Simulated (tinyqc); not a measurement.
# Frequency dispersion of an accumulation capacitance by border traps, distributed model: what changes with what

Traps spread evenly through the insulator exchange electrons with the semiconductor by tunnelling, with tau(x) = t0 exp(2 ka x) at depth x from the interface. The admittance per area Y seen at depth x obeys dY/dx = -Y^2/(i w eps0 eox) + q Nb ln(1 + i w tau)/tau, with Y(0) = i w Cs and w = 2 pi f; the gate sees Y(tox) = G + i w C. Working variable y = Y/(i w), in uF/cm^2. Cox = eps0 eox/tox.

Values chosen for this exercise; permittivity close to that of hafnium oxide:
- eox = 18.9 (relative permittivity of the insulator)
- tox = 7 nm (insulator thickness)
- Cs = 3.1 uF/cm^2 (semiconductor capacitance in accumulation)
- Nb = 2.9e19 cm^-3 eV^-1 (density of border traps)
- ka = 3.4 1/nm (decay constant of the wave function in the insulator)
- t0 = 1e-10 s (time constant of a trap at the interface)
- f = 100 Hz (frequency)

Constants: q = 1.602176634e-19 C, eps0 = 8.8541878128e-14 F/cm where lengths are in cm. Results are converted to the units shown.

Each table varies one quantity; the others keep the values above.

## Capacitance and loss against frequency

Cox; trap-free value 1/(1/Cox + 1/Cs); response depth d = ln(1/(w t0))/(2 ka), where w tau = 1; lumped estimate: all traps within d act as C_bt = q Nb d placed at d/2, so C = 1/{1/[1/(1/Cs + d/(2 eps0 eox)) + C_bt] + (tox - d/2)/(eps0 eox)}. C and G from a fine integration; dispersion -d C/d log10 f over C, from f times and over 1.1. For a broad spread of time constants G/w is close to -(pi/2) dC/d ln w.

The same in every row: trap-free C (uF/cm^2) = 1.350.

Capacitance and loss against frequency:
```
f (Hz)  d (nm)  C (uF/cm^2)  G/w (uF/cm^2)  dispersion (% a decade)  -(pi/2) dC/d ln w (uF/cm^2)  lumped C (uF/cm^2)
10       2.777        1.702        0.03694                    3.178                      0.03690               1.662
100      2.439        1.650        0.03438                    3.052                      0.03435               1.617
1000     2.100        1.601        0.03204                    2.931                      0.03201               1.573
10000    1.761        1.556        0.02989                    2.814                      0.02987               1.532
1e5      1.423        1.513        0.02791                    2.701                      0.02789               1.493
1e6      1.084        1.474        0.02608                    2.592                      0.02606               1.456
1e7     0.7456        1.437        0.02434                    2.485                      0.02436               1.420
```

What does the table show?

C falls from 1.702 to 1.437 uF/cm^2, towards the trap-free 1.350; each decade of frequency removes ln 10/(2 ka) = 0.339 nm from the response depth. The dispersion falls from 3.18 to 2.49 % a decade and G/w falls from 0.0369 to 0.0243 uF/cm^2. G/w lies between 0.999 and 1.00 times -(pi/2) dC/d ln w, the relation for a broad spread of time constants.

## Effect of the density of border traps

Same model as above.

The same in every row: d (nm) = 2.439; trap-free C (uF/cm^2) = 1.350.

Effect of the density of border traps:
```
Nb (cm^-3 eV^-1)  C (uF/cm^2)  G/w (uF/cm^2)  dispersion (% a decade)  -(pi/2) dC/d ln w (uF/cm^2)  lumped C (uF/cm^2)
1e18                    1.362       0.001521                   0.1637                     0.001521               1.361
2e18                    1.374       0.003013                   0.3213                     0.003011               1.372
6e18                    1.421       0.008697                   0.8969                     0.008691               1.414
1e19                    1.465        0.01396                    1.396                      0.01395               1.454
3e19                    1.658        0.03528                    3.115                      0.03525               1.624
7e19                    1.944        0.06205                    4.671                      0.06195               1.868
2e20                    2.438        0.09689                    5.808                      0.09659               2.262
4e20                    2.764         0.1149                    6.071                       0.1145               2.497
```

As Nb goes from 1e18 to 4e20, C rises from 1.36 to 2.76 uF/cm^2, the dispersion rises from 0.164 to 6.07 % a decade and G/w rises from 0.00152 to 0.115 uF/cm^2. The lumped estimate is 0.082 % below C in the first row and 9.7 % below it in the last. The dispersion goes as Nb^(0.97) between the first two rows and Nb^(0.06) between the last two: dense traps near the interface screen those behind them.

tinyqc, about 0.4 s, one thread, Intel Xeon 2.30GHz (shared host): `OMP_NUM_THREADS=1 python tinyqc.py 2202112 2202113 out.jsonl`
